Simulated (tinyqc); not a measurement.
Thermal stress and diffusional relaxation in a metal film: Coble and Nabarro-Herring creep, cooling and holds. Changing the cooling rate. Computed by tinyqc, a small Python program. Command: `OMP_NUM_THREADS=1 python tinyqc.py 3023594 3023595 out.jsonl creep sweep`. One thread of a shared host (Intel(R) Xeon(R) Processor @ 2.30GHz), about 0.1 s of CPU time with the checks.

A thin film on a rigid substrate is stress-free at T0. Tension is positive and the film creeps linearly: d sigma/dt = -M (mismatch) dT/dt - sigma/tau.

Inputs (values chosen for the exercise, modelled on gold films on silicon):
```
quantity                           value        unit
biaxial modulus M                    142         GPa
expansion mismatch                  11.9      1e-6/K
atomic volume Omega                   17  angstrom^3
lattice prefactor D0             9.6e-06       m^2/s
lattice energy E                    1.86          eV
boundary prefactor (delta D_b)0  2.5e-16       m^3/s
boundary energy E_b                0.908          eV
grain size d                        0.58          um
stress-free temperature T0           250           C
hold temperature T                   240           C
```

Constants: k_B = 1.380649e-23 J/K; k_B = 8.617333262e-05 eV/K.

Method:
- Thermoelastic slope = M x mismatch; sigma_0 = slope x (T0 - T).
- Creep rate per stress: Nabarro-Herring 14 D Omega/(k_B T d^2), Coble (14 pi) delta D_b Omega/(k_B T d^3), with D = D0 exp(-E/(k_B T)), delta D_b = (delta D_b)0 exp(-E_b/(k_B T)); 1/tau = M x (sum of both)/2 (biaxial strain rate is half the uniaxial one).
- Temperatures in kelvin are T(C) + 273.15.
- Cooling from T0 at the constant rate: d sigma/dT = -slope + sigma/(tau(T) x rate), integrated to 25 C (stiff solver, tolerance 1e-9).
- Effective stress-free temperature T_eff = 25 C + sigma/slope.

One run for each value:
```
cooling rate (C/min)  stress at 25 C (MPa)  effective stress-free temperature (C)
0.03                                 153.1                                  115.6
0.1                                  182.5                                  133.0
1                                    246.8                                  171.0
5                                    299.2                                  202.0
20                                   344.1                                  228.7
70                                   367.6                                  242.5
300                                  377.1                                  248.1
1000                                 379.2                                  249.4
```

Give the missing row, cooling rate (C/min) = 0.4.

Computed row:
```
cooling rate (C/min)  stress at 25 C (MPa)  effective stress-free temperature (C)
0.4                                  219.9                                  155.1
```

Interpolating between the two neighbouring rows (the first column on a logarithmic scale, the others too where they are positive) misses most in stress at 25 C (MPa), by 0.44 %. Over the rows, stress at 25 C (MPa) rises from 153 to 379 (exponent d ln y / d ln x 0.15 between the first rows and 0.0048 between the last). At the high end the exponent of stress at 25 C is 0.00, close to 0: creep has little time during cooling. Slower cooling lets the film creep to a lower temperature before the stress freezes in.

Caution (all rows): bulk creep laws overstate relaxation in a bonded film, and dislocation glide would cap stresses above the yield stress.
